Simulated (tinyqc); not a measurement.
Inside a calculation. Model: current crowding under a contact, resistor ladder against the transmission-line model.

Computed by the program tinyqc: `OMP_NUM_THREADS=1 python tinyqc.py 2760010 2760011 out.jsonl`, one thread of a shared Intel Xeon 2.30GHz, about 0.01 s for the whole run. Printed values are rounded.

A metal contact of length d and width W on a thin layer of the same width. The metal has no resistance, the sheet resistance under it equals Rsh, and current enters the layer at the front edge x = 0.

Inputs (values chosen for the exercise):

| symbol | value | unit | meaning |
|---|---|---|---|
| Rsh | 42 | ohm/sq | sheet resistance of the semiconductor layer |
| rc | 1.6e-8 | ohm cm^2 | specific contact resistivity |
| d | 0.19 | um | contact length |
| W | 1.1 | um | contact width |
| n | 9 |  | cells |
| I | 5 | mA | current |

## Conductances of the ladder

Cut the contact into n cells of length hc = d/n. Neighbouring cell centres are joined by a = W/(Rsh hc), each centre joins the metal (0 V) by g = W hc/rc, and I enters cell 1 through half a cell: -a v_(i-1) + b_i v_i - a v_(i+1) = I for i = 1 and 0 otherwise, b_i = g + 2 a (g + a at both ends). Rc = v_1/I + 1/(2 a).

a = 1.24060 S
g = 0.0145139 S
b_i, cell 1 to 9 (S): 1.25512  2.49572  2.49572  2.49572  2.49572  2.49572  2.49572  2.49572  1.25512

## Voltages and the share of the current

Cut the contact into n cells of length hc = d/n. Neighbouring cell centres are joined by a = W/(Rsh hc), each centre joins the metal (0 V) by g = W hc/rc, and I enters cell 1 through half a cell: -a v_(i-1) + b_i v_i - a v_(i+1) = I for i = 1 and 0 otherwise, b_i = g + 2 a (g + a at both ends). Rc = v_1/I + 1/(2 a). Cell i passes g v_i to the metal.

```
cell  v_i (mV)  share of the current (%)
1      47.7387                   13.8575
2      44.2669                   12.8497
3      41.3130                   11.9922
4      38.8424                   11.2751
5      36.8262                   10.6898
6      35.2409                   10.2296
7      34.0678                    9.8891
8      33.2933                    9.6643
9      32.9083                    9.5526
```

Rc of the ladder = 9.95078 ohm

The first cell passes 13.9 % of the current and the last 9.55 %; an even spread would give 11.1 % each.

## The transmission-line result

Transfer length Lt = sqrt(rc/Rsh); front resistance Rc = (Rsh Lt/W) coth(d/Lt); end resistance Re = (Rsh Lt/W)/sinh(d/Lt). v(x) = I (Rsh Lt/W) cosh((d - x)/Lt)/sinh(d/Lt) at the cell centres x = (i - 1/2) d/n.

Lt = 0.195180 um
Rc = 9.93351 ohm
Re = 6.56791 ohm
v(x), cell 1 to 9 (mV): 47.7241  44.2507  41.2955  38.8239  36.8069  35.2210  34.0475  33.2727  32.8876

The ladder's Rc is 0.17 % above this value, with cells 0.11 Lt long.
